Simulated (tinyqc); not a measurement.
Inside a calculation: tunnelling through a thin dielectric with one trap, as a tight-binding chain. Values are carried at full precision from step to step, so a last printed digit may differ when a step is redone from the rounded ones.

Hopping -t everywhere, t = c/(m a^2), c = hbar^2/2m0; lead sites at 2t (band bottom 0), barrier sites 1 to N at 2t + phi, and site j has U besides. No voltage. Leads give S = -t exp(ika) on sites 1 and N, cos(ka) = 1 - E/(2t). T = (2 t sin(ka))^2 |G_1N|^2, G = (E - H - S)^-1. In the barrier cosh(q a) = 1 + (phi - E)/(2t).

Constants: hbar^2/2m0 = 3.80998211 eV angstrom^2; hbar = 6.58211957e-16 eV s.

Values chosen for the exercise (barrier and mass of the size used for Si3N4 on silicon; the results hold for these values, not for the real material):
```
symbol  value  unit      meaning
a       3      angstrom  site spacing
m       0.5    m0        mass, the same in leads and barrier
phi     1.96   eV        conduction edge of the barrier above that of the leads
U       -2.71  eV        extra energy on the trap site
E       0.53   eV        electron energy
N       11               barrier sites
j       3                site of the trap
```

## Scales

Form t, ka, q a, and the level of the trap in an endless barrier, Eb = phi + 2t - sqrt(4 t^2 + U^2).

t = 0.8467 eV
ka = 0.81344 rad
q a = 1.22212
Eb = 0.4578 eV

## The matrix E - H - S

Fill it in.

E - H - S (eV):
```
                  1        2        3        4        5        6
1   -2.5417+0.6152i   0.8467   0.0000   0.0000   0.0000   0.0000
2            0.8467  -3.1233   0.8467   0.0000   0.0000   0.0000
3            0.0000   0.8467  -0.4133   0.8467   0.0000   0.0000
4            0.0000   0.0000   0.8467  -3.1233   0.8467   0.0000
5            0.0000   0.0000   0.0000   0.8467  -3.1233   0.8467
6            0.0000   0.0000   0.0000   0.0000   0.8467  -3.1233
7            0.0000   0.0000   0.0000   0.0000   0.0000   0.8467
8            0.0000   0.0000   0.0000   0.0000   0.0000   0.0000
9            0.0000   0.0000   0.0000   0.0000   0.0000   0.0000
10           0.0000   0.0000   0.0000   0.0000   0.0000   0.0000
11           0.0000   0.0000   0.0000   0.0000   0.0000   0.0000

          7        8        9       10               11
1    0.0000   0.0000   0.0000   0.0000           0.0000
2    0.0000   0.0000   0.0000   0.0000           0.0000
3    0.0000   0.0000   0.0000   0.0000           0.0000
4    0.0000   0.0000   0.0000   0.0000           0.0000
5    0.0000   0.0000   0.0000   0.0000           0.0000
6    0.8467   0.0000   0.0000   0.0000           0.0000
7   -3.1233   0.8467   0.0000   0.0000           0.0000
8    0.8467  -3.1233   0.8467   0.0000           0.0000
9    0.0000   0.8467  -3.1233   0.8467           0.0000
10   0.0000   0.0000   0.8467  -3.1233           0.8467
11   0.0000   0.0000   0.0000   0.8467  -2.5417+0.6152i
```

## Transmission

Invert the matrix; T = (2 t sin(ka))^2 |G_1N|^2.

first row of G (1/eV): -0.3090-0.06103i  0.2092+0.04132i  1.081+0.2135i  0.3184+0.06289i  0.09380+0.01853i  0.02763+0.005458i  0.008141+0.001608i  0.002398+0.0004742i  0.0007066+0.0001412i  0.0002084+4.654e-05i  6.202e-05+3.051e-05i

T = 7.234e-09

Without the trap T is 7.97e-12: the trap changes it by a factor 907 at this energy.

## The resonance

Resonance: the lowest eigenvalue of H + S(E), iterated until its real part equals E (40 rounds from Eb = phi + 2t - sqrt(4t^2 + U^2), the level in an endless barrier). With v the normalised squared amplitudes of that state, Gamma_L = 2 t sin(ka) v_1, Gamma_R = 2 t sin(ka) v_N; Breit-Wigner T = Gamma_L Gamma_R/((E - Er)^2 + (Gamma_L + Gamma_R)^2/4).

Find Er, the two widths, the peak height 4 Gamma_L Gamma_R/(Gamma_L + Gamma_R)^2 and the escape time hbar/(Gamma_L + Gamma_R).

Er = 0.4563 eV

widths (meV): left 8.381, right 2.575e-06

peak height = 1.229e-06
escape time = 78.5 fs

squared amplitudes: 0.0072  0.0706  0.8465  0.0695  0.0057  0.0005  0.0000  0.0000  0.0000  0.0000  0.0000

The nearby leads move the level 1.5 meV below its value in an endless barrier. The trap is closer to the left lead, which takes 100.0 % of the escapes.

## Checks

- T at Er from the chain against the Breit-Wigner peak: both 1.23e-06.
- T without trap against the closed form for a lattice barrier: both 7.972e-12.

(tinyqc, `OMP_NUM_THREADS=1 python tinyqc.py 1480445 1480446 out.jsonl`, Intel(R) Xeon(R) Processor @ 2.30GHz, 1 thread, shared host, about 0.07 s.)
